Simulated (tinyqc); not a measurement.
Avalanche multiplication and breakdown of a junction from ionisation integrals: one step, computed by the program tinyqc. Command: `OMP_NUM_THREADS=1 python tinyqc.py 3024903 3024904 out.jsonl impact walk`. One thread of a shared host (Intel(R) Xeon(R) Processor @ 2.30GHz), about 0.01 s of CPU time with the checks.

Ionisation coefficients follow the local field. Position x runs through the depletion layer from the p side (x = 0), where electrons enter, to the n side (x = w), where holes enter. The built-in voltage is neglected.

Problem. Multiplication and noise. M_n = 1/(1 - I_n), M_p = M_n exp(-Phi(w)); McIntyre excess noise for the carrier with the larger M, F_x = k M + (1 - k)(2 - 1/M), with k = (smaller M - 1)/(larger M - 1).

Junction: punch-through p+ n- n+.

Every 50th point:
```
x (micrometre)  F (MV/cm)  alpha_n (1/cm)  alpha_p (1/cm)         Phi  I_n up to x
0.000           0.5013525        12198.43        18587.32   0.0000000    0.0000000
0.175           0.4734860         8527.25        14073.09  -0.1046532    0.1894502
0.350           0.4456195         5699.89        10290.83  -0.1934520    0.3324257
0.525           0.4177530         3610.65         7217.32  -0.2651661    0.4335323
0.700           0.3898865         2142.69         4811.46  -0.3199586    0.4998301
0.875           0.3620200         1173.40         3013.47  -0.3592139    0.5396570
1.050           0.3341535          581.18         1745.68  -0.3852592    0.5612491
1.225           0.3062870          253.31          915.63  -0.4009880    0.5716050
1.400           0.2784205           93.50          422.06  -0.4094273    0.5758782
```

Give: M_n; M_p; effective k; excess noise factor.

Solution.

M_n = 2.3578

M_p = 3.5508

effective k = 0.53232

excess noise factor = 2.6938

Injecting holes gives the larger gain and, at equal gain, the lower noise.
